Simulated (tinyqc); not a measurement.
# Free and trapped electrons in a MOS channel with a dense trap tail: two studies

p-type body, charge-sheet picture, full ionisation (an idealisation for deep acceptors), Boltzmann statistics for free electrons. e = Ec - EF at the surface. Acceptor-like traps of density D(E) = D0 + De exp(-E/Ew) at depth E below Ec, from 0 to Eu, hold n_t = integral of D(E)/(1 + exp((e - E)/Vt)). psi = Eg - Vt ln(Nv/Na) - e; N_dep = sqrt(2 eps0 eps_r Na (psi - Vt)/q); n_f = sqrt(N_dep^2 + 2 eps0 eps_r Vt Nc exp(-e/Vt)/q) - N_dep; Vg = Vfb + psi + q (N_dep + n_t + n_f)/Cox, Cox = eps0 eox/tox.

Parameters, values chosen for the exercise; band and dielectric values close to those of 4H silicon carbide:
- T = 300 K (temperature)
- Eg = 3.23 eV (band gap)
- eps_r = 9.51 (relative permittivity)
- Nc = 1.7e19 cm^-3 (conduction-band density of states at T)
- Nv = 2.45e19 cm^-3 (valence-band density of states at T)
- eox = 3.9 (relative permittivity of the insulator)
- tox = 30 nm (insulator thickness)
- Na = 1.3e17 cm^-3 (acceptor density)
- Vfb = -2.03 V (flat-band voltage without trapped charge)
- D0 = 1.4e10 cm^-2 eV^-1 (constant background density of acceptor-like traps)
- De = 6.2e13 cm^-2 eV^-1 (density of the tail at the conduction edge)
- Ew = 0.13 eV (decay energy of the tail)
- Eu = 0.89 eV (depth below Ec down to which the traps reach)
- mf = 130 cm^2/(V s) (mobility of free electrons)

Constants: q = 1.602176634e-19 C, kB = 1.380649e-23 J/K, Vt = kB T/q, eps0 = 8.8541878128e-14 F/cm where lengths are in cm. Results are converted to the units shown.

Each table varies one quantity; the others keep the values above.

## Free and trapped charge against gate voltage

Free share n_f/(n_f + n_t); swing ln 10 n_f/(dn_f/dVg); field-effect mobility mf q (dn_f/dVg)/Cox, for a constant mf; oxide field q (N_dep + n_t + n_f)/(eps0 eox).

Free and trapped charge against gate voltage:
```
Vg (V),e (eV),n_f (cm^-2),n_t (cm^-2),free share (%),swing (mV/decade),field-effect mobility (cm^2/(V s)),oxide field (MV/cm)
4.1,0.3645,9.047e5,5.203e11,1.739e-4,424.6,8.878e-4,1.133
5.5,0.2371,1.220e8,1.390e12,0.008777,979.2,0.05191,1.558
6.9,0.1702,1.602e9,2.323e12,0.06893,1574,0.4240,2.002
8.2,0.1279,8.151e9,3.205e12,0.2536,2134,1.591,2.421
9.6,0.09322,3.088e10,4.152e12,0.7383,2727,4.717,2.876
10.9,0.06686,8.413e10,5.005e12,1.653,3258,10.76,3.301
12.3,0.04238,2.097e11,5.859e12,3.455,3817,22.89,3.759
13.7,0.02055,4.594e11,6.592e12,6.515,4445,43.06,4.219
15,0.002279,8.547e11,7.112e12,10.73,5284,67.39,4.646
```

Read the table: what changes, and by how much?

n_f reaches 1e11 cm^-2 at Vg = 11.1 V, against 3.96 V without traps. The free share rises from 1.74e-4 to 10.7 % and the field-effect mobility rises from 8.88e-4 to 67.4 cm^2/(V s), although mf = 130 is constant: in the last row 51.8 % of Cox dVg goes into free electrons. The swing in the first row is 425 mV a decade (Vt ln 10 = 59.5). For Vg = 12.3, 13.7, 15 EF lies less than 2 Vt below the band edge, or above it, where degeneracy and confinement, left out, matter.

## Effect of the density of the tail at the conduction edge

VT is the Vg for n_f = 1e11 cm^-2; swing ln 10 n_f/(dn_f/dVg) at n_f = 1e8 cm^-2; the last three columns are for Vg = VT + 2.4 V, with free share n_f/(n_f + n_t) and field-effect mobility mf q (dn_f/dVg)/Cox; there EF is near the band edge, where Boltzmann statistics are rough.

Results:
```
De (cm^-2 eV^-1),e at VT (eV),VT (V),q n_t/Cox at VT (V),swing (mV/decade),n_f (cm^-2),free share (%),field-effect mobility (cm^2/(V s))
1e12,0.06227,4.094,0.1317,104.0,1.699e12,92.69,126.7
2e12,0.06227,4.210,0.2474,117.8,1.661e12,86.67,126.0
5e12,0.06227,4.557,0.5943,159.1,1.551e12,71.55,123.6
1e13,0.06227,5.135,1.172,228.0,1.377e12,53.23,118.6
2e13,0.06227,6.292,2.329,365.8,1.071e12,31.26,104.9
4e13,0.06227,8.604,4.642,641.5,6.515e11,12.76,69.47
2e14,0.06227,27.11,23.14,2846,1.719e11,0.9324,6.847
```

Estimate the missing row, De = 9e13 cm^-2 eV^-1.

Computed row:
```
De (cm^-2 eV^-1),e at VT (eV),VT (V),q n_t/Cox at VT (V),swing (mV/decade),n_f (cm^-2),free share (%),field-effect mobility (cm^2/(V s))
9e13,0.06227,14.39,10.42,1331,2.979e11,3.210,22.86
```

With this row back in the table: As De goes from 1e12 to 2e14, VT rises from 4.09 to 27.1 V, its part due to traps rises from 0.132 to 23.1 V, the swing rises from 104 to 2850 mV/decade and the field-effect mobility falls from 127 to 6.85 cm^2/(V s).

Numbers from tinyqc (`OMP_NUM_THREADS=1 python tinyqc.py 2222016 2222017 out.jsonl`; about 0.03 s on one thread of a shared Intel Xeon 2.30GHz).
